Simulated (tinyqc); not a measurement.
## Conduction-band offset of an n-N heterojunction from carrier-profile moments: an error in the interface position

Layer 1 (x < 0) accumulates electrons and layer 2 (x > 0) is depleted. Boltzmann statistics. The bands bend down by V1 in layer 1 and up by V2 in layer 2, with V1 + V2 = VD = dE + Vt ln[(N2/Nc2)/(N1/Nc1)].

A C-V profile smears n(x) but keeps its zeroth and first moments: si = -int (N - n) dx, VD = (q/(eps0 eps_r)) int (N - n) x dx, dE = VD - Vt ln[(N2/Nc2)/(N1/Nc1)]. With the step of N placed at xi and the moment taken about xi, VD changes by (q/(eps0 eps_r)) [si xi + (N2 - N1) xi^2/2] and si by (N2 - N1) xi.

Values chosen for this exercise; values of the order of III-V alloys: relative permittivity of both layers eps_r = 12.1; donor density in layer 1 N1 = 9.9e15 cm^-3; donor density in layer 2 N2 = 2.5e16 cm^-3; fixed charge at the interface si = -1.3e10 cm^-2.

Constants: q = 1.602176634e-19 C, eps0 = 8.8541878128e-14 F/cm where lengths are in cm. Results are converted to the units shown.

An error in the interface position:
```
xi (nm)  error of si (cm^-2)  error of dE (meV)
-30                -4.530e10              15.99
-22.5              -3.398e10              10.09
-15                -2.265e10              5.457
-7.5               -1.132e10              2.093
0                          0                  0
7.5                 1.132e10            -0.8230
15                  2.265e10            -0.3757
22.5                3.398e10              1.342
30                  4.530e10              4.329
```

Among the rows the error of dE lies between -0.823 and 16.0 meV, with a linear part from si; the error of si is linear, 1.51e9 cm^-2 a nanometre.

tinyqc, about 0.08 s, one thread, Intel Xeon 2.30GHz (shared host): `OMP_NUM_THREADS=1 python tinyqc.py 2410035 2410036 out.jsonl`
